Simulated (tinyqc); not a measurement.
p-i-n power rectifier, conductivity modulation at high injection: one step of the calculation.

A drift layer from x = -d to d (2 d = W) between ideal p+ and n+ emitters (no recombination in them). High injection, n = p, ambipolar diffusion with one lifetime; both mobilities scale as (T/300 K)^(-bt).

Question. Forward voltage and stored charge. Ohmic drop: integral of J/(q (mun + mup) n); diffusion (Dember) drop Vt B ln(n(-d)/n(d)); both junctions together Vt ln(n(-d) n(d)/ni^2), ni = sqrt(Nc Nv) exp(-Eg/(2 Vt)), Eg in volts; V_F = the sum; stored charge q times the integral of n. Trapezoid rule; mun and mup scale as (T/300 K)^(-bt).

Inputs (values chosen for the exercise); bulk values close to those of silicon: temperature T = 400 K; drift mobility at 300 K mud = 1250 cm^2/(V s); temperature exponent of the drift mobility bt = 2.4; hole mobility at 300 K mup = 434 cm^2/(V s); band gap Eg = 1.12 eV; conduction-band density of states at T Nc = 4.31e19 cm^-3; valence-band density of states at T Nv = 4.08e19 cm^-3; forward current density J = 20 A/cm^2.

Constants: q = 1.602176634e-19 C, kB = 1.380649e-23 J/K, Vt = kB T/q. Results are converted to the units shown.

```
point	x (um)	n (cm^-3)
0	-13.427284	2.6633133e16
1	-10.443443	2.4379642e16
2	-7.459602	2.2560003e16
3	-4.475761	2.1141833e16
4	-1.491920	2.0099897e16
5	1.491920	1.9415652e16
6	4.475761	1.9076922e16
7	7.459602	1.9077678e16
8	10.443443	1.9417933e16
9	13.427284	2.0103744e16
```

B = 0.48456057

Give: ohmic drop; diffusion drop; junction drops; V_F; stored charge.

Answer.

ohmic drop = 0.01914 V
diffusion drop = 0.004698 V
junction drops = 0.6028 V
V_F = 0.6266 V
stored charge = 9.013 uC/cm^2

Numbers from tinyqc (`OMP_NUM_THREADS=1 python tinyqc.py 2230107 2230108 out.jsonl`; about 0.01 s on one thread of a shared Intel Xeon 2.30GHz).
